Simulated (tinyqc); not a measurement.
Ballistic conductance of a hard-wall wire of rectangular section by counting modes: two steps of the calculation.

Subband edges E_(a,b) = (C pi^2/m) [(a/W)^2 + (b/Hh)^2], a, b = 1, 2, ...; C = hbar^2/(2 m0). Every mode transmits fully; spin gives the factor 2 in 2 q^2/h, valleys the factor gv.

Inputs (values chosen for the exercise): temperature T = 300 K; mass m = 0.27 m0; valleys gv = 1; Fermi energy above the bulk band edge Ef = 0.031 eV; width W = 14 nm; height Hh = 14 nm; highest subband edge listed Et = 0.134 eV.

Constants: q = 1.602176634e-19 C, kB = 1.380649e-23 J/K, hbar = 1.054571817e-34 J s, h = 6.62607015e-34 J s, m0 = 9.1093837015e-31 kg, Vt = kB T/q, hbar^2/(2 m0) = 0.0380998212 eV nm^2. Results are converted to the units shown.

Question 1. Subband edges and their occupation. List the edges below Et; each adds its degeneracy times f = 1/(1 + exp((E_n - Ef)/Vt)) to the thermal mode count.

Find: edge; degeneracy; f.

Answer 1.

| mode | edge (eV) | degeneracy | f |
|---|---|---|---|
| 1,1 | 0.01421 | 1 | 0.65688 |
| 1,2 | 0.03553 | 1 | 0.45632 |
| 2,1 | 0.03553 | 1 | 0.45632 |
| 2,2 | 0.05685 | 1 | 0.26899 |
| 1,3 | 0.07106 | 1 | 0.17517 |
| 3,1 | 0.07106 | 1 | 0.17517 |
| 2,3 | 0.09237 | 1 | 0.08518 |
| 3,2 | 0.09237 | 1 | 0.08518 |
| 1,4 | 0.12080 | 1 | 0.03008 |
| 4,1 | 0.12080 | 1 | 0.03008 |
| 3,3 | 0.12790 | 1 | 0.02302 |

Question 2. Conductance and ballistic resistance. G = (2 q^2/h) gv M; at zero temperature M counts the edges below Ef, at T it is the sum of degeneracy times f. The smooth (Sharvin) count is kF^2 A/(4 pi), kF = sqrt(m Ef/C), A = W Hh, perimeter p = 2 (W + Hh), and with the boundary term kF^2 A/(4 pi) - kF p/(4 pi). The sum runs over the edges listed.

| mode | edge (eV) | degeneracy | f |
|---|---|---|---|
| 1,1 | 0.01421127 | 1 | 0.65687910 |
| 1,2 | 0.03552817 | 1 | 0.45632224 |
| 2,1 | 0.03552817 | 1 | 0.45632224 |
| 2,2 | 0.05684507 | 1 | 0.26899410 |
| 1,3 | 0.07105634 | 1 | 0.17516594 |
| 3,1 | 0.07105634 | 1 | 0.17516594 |
| 2,3 | 0.09237324 | 1 | 0.08517513 |
| 3,2 | 0.09237324 | 1 | 0.08517513 |
| 1,4 | 0.12079578 | 1 | 0.03007700 |
| 4,1 | 0.12079578 | 1 | 0.03007700 |
| 3,3 | 0.12790142 | 1 | 0.02301525 |

Give: M at zero temperature; M at T; G; resistance 1/G; smooth count.

Answer 2.

M at zero temperature = 1
M at T = 2.4424
G = 189.24 uS
resistance 1/G = 5.2844 kohm
smooth count = 3.4265

The smooth count is 40 % above M at T. With the boundary term it is 1.34.

Program tinyqc, `OMP_NUM_THREADS=1 python tinyqc.py 2740116 2740117 out.jsonl`; Intel Xeon 2.30GHz, shared host, one thread, about 0.6 s.
